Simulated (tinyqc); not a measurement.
# Resistance of a source-drain extension with a graded tip: what changes with what

y runs along the channel, the gate covers y > 0. The doping is N0 for y < y0 and N0 10^(-(y - y0)/la) beyond, uniform over the depth xj. Sheet conductance s(y) = q mu(N) max(N - Nch, 0) xj + (for y > 0) ma Cox Vo, with mu(N) = u0 + (u1 - u0)/(1 + (N/Nr)^au) and Cox = eps0 eox/tox. Current is taken as one-dimensional; depletion of the tip, spreading and the contact are left out. The metallurgical junction lies at yj, where N = Nch.

Values chosen for this exercise; mobility law close to that of electrons in silicon: relative permittivity of the gate insulator (close to zirconium oxide) eox = 25.7; insulator thickness tox = 5.4 nm; active doping of the extension far from the gate N0 = 5.7e19 cm^-3; lateral abruptness la = 2.1 nm/decade; position under the gate where the fall begins (gate edge at 0) y0 = 0.6 nm; depth of the extension xj = 7 nm; channel doping Nch = 2.1e18 cm^-3; spacer length Ls = 17 nm; gate overdrive Vo = 0.68 V; mobility of the gate-induced layer ma = 130 cm^2/(V s); mobility at low doping u1 = 1414 cm^2/(V s); mobility at high doping u0 = 68.5 cm^2/(V s); reference doping Nr = 9.2e16 cm^-3; exponent au = 0.711; gate length Lg = 60 nm.

Constants: q = 1.602176634e-19 C, eps0 = 8.8541878128e-14 F/cm where lengths are in cm. Results are converted to the units shown.

Each table varies one quantity; the others keep the values above.

## Abruptness at a fixed junction position

R_spacer = integral of dy/s from -Ls to 0, R_ov from 0 to yj, R_channel = (Lg - 2 yj)/(ma Cox Vo), R_total = 2 R_spacer + 2 R_ov + R_channel. Electrical length L_eff = ma Cox dR_total/d(1/Vo); R_series = R_total - L_eff/(ma Cox Vo). y0 is moved with la so that yj stays at 3.6107 nm.

The same in every row: yj (nm) = 3.611; R_channel (ohm um) = 141.7.

Abruptness at a fixed junction position:

| la (nm/decade) | R_spacer (ohm um) | R_ov (ohm um) | R_total (ohm um) | L_eff (nm) | R_series (ohm um) |
|---|---|---|---|---|---|
| 1 | 33.56 | 5.356 | 219.5 | 55.25 | 71.20 |
| 2.3 | 33.56 | 6.980 | 222.8 | 56.77 | 70.37 |
| 3.6 | 35.47 | 8.139 | 228.9 | 57.94 | 73.36 |
| 4.9 | 42.13 | 8.609 | 243.2 | 58.51 | 86.09 |
| 6.1 | 51.50 | 8.841 | 262.4 | 58.81 | 104.5 |
| 7.4 | 64.35 | 8.999 | 288.4 | 59.02 | 129.9 |
| 8.7 | 79.48 | 9.107 | 318.9 | 59.16 | 160.0 |
| 10 | 96.52 | 9.185 | 353.1 | 59.27 | 194.0 |

As la goes from 1 to 10 nm/decade, R_total rises from 220 to 353 ohm um, R_spacer rises from 33.6 to 96.5 ohm um and R_ov rises from 5.36 to 9.18 ohm um. R_total changes on average by 14.8 ohm um for each nm/decade. L_eff exceeds the metallurgical length by 2.47 nm in the first row and 6.49 nm in the last, since the gate also controls the lightly doped tips.

## Effect of the gate overdrive

Same model as above.

The same in every row: yj (nm) = 3.611; R_spacer (ohm um) = 33.56.

Results:

| Vo (V) | R_ov (ohm um) | R_channel (ohm um) | R_total (ohm um) | L_eff (nm) | R_series (ohm um) |
|---|---|---|---|---|---|
| 0.15 | 18.17 | 642.3 | 745.7 | 54.47 | 82.87 |
| 0.3 | 11.93 | 321.1 | 412.1 | 55.32 | 75.48 |
| 0.45 | 9.074 | 214.1 | 299.4 | 55.90 | 72.58 |
| 0.6 | 7.385 | 160.6 | 242.5 | 56.34 | 71.05 |
| 0.75 | 6.251 | 128.5 | 208.1 | 56.68 | 70.11 |
| 0.9 | 5.431 | 107.0 | 185.0 | 56.97 | 69.48 |
| 1.2 | 4.316 | 80.29 | 156.0 | 57.40 | 68.71 |

Estimate the missing row, Vo = 1.05 V.

Computed row:

| Vo (V) | R_ov (ohm um) | R_channel (ohm um) | R_total (ohm um) | L_eff (nm) | R_series (ohm um) |
|---|---|---|---|---|---|
| 1.05 | 4.808 | 91.76 | 168.5 | 57.20 | 69.04 |

With this row back in the table: As Vo goes from 0.15 to 1.2, R_total falls from 746 to 156 ohm um, L_eff rises from 54.5 to 57.4 nm and R_series falls from 82.9 to 68.7 ohm um. Both extracted quantities depend on the overdrive at which they are taken.

tinyqc, about 0.03 s, one thread, Intel Xeon 2.30GHz (shared host): `OMP_NUM_THREADS=1 python tinyqc.py 2282257 2282258 out.jsonl`
